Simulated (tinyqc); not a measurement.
From results back to parameters: six-band hole subbands of a thin body in a field. Four cases, with inputs chosen for the exercise.

Problem. Without spin-orbit coupling the masses along a normal n are the inverse eigenvalues of C(n n^T)/c: 1/(g1 - 2 g2) twice and 1/(g1 + 4 g2) on (001); 1/(g1 - 2 g3) twice and 1/(g1 + 4 g3) on (111); on (110) 1/(g1 + g2 - 3 g3), 1/(g1 - 2 g2) and 1/(g1 + g2 + 3 g3). Three masses were computed from hidden g1, g2, g3.

Find: g1, g2, g3; heaviest mass on (110).

Method. The inverse masses on (001) differ by 6 g2, which gives g2 and g1; g3 = (g1 - 1/m(111))/2.

Case 1.

heavy and light mass on (001) (m0): 0.277008  0.176991

heavy mass on (111) = 0.719424 m0

Solution.

g1, g2, g3: 4.29  0.34  1.45

heaviest mass on (110) = 3.57 m0

Case 2.

heavy and light mass on (001) (m0): 0.204499  0.032971

heavy mass on (111) = 0.512821 m0

Solution.

g1, g2, g3: 13.37  4.24  5.71

heaviest mass on (110) = 2.08 m0

Case 3.

heavy and light mass on (001) (m0): 0.204918  0.032916

heavy mass on (111) = 0.500000 m0

Solution.

g1, g2, g3: 13.38  4.25  5.69

heaviest mass on (110) = 1.79 m0

Case 4.

heavy and light mass on (001) (m0): 0.206186  0.032949

heavy mass on (111) = 0.512821 m0

Solution.

g1, g2, g3: 13.35  4.25  5.70

heaviest mass on (110) = 2.00 m0

Computed by tinyqc, one run a case: `OMP_NUM_THREADS=1 python tinyqc.py N N+1 out.jsonl` with N = 1251039, 1251073, 1251076, 1251093; one thread of a shared Intel(R) Xeon(R) Processor @ 2.30GHz, about 0.4 s a run at most.
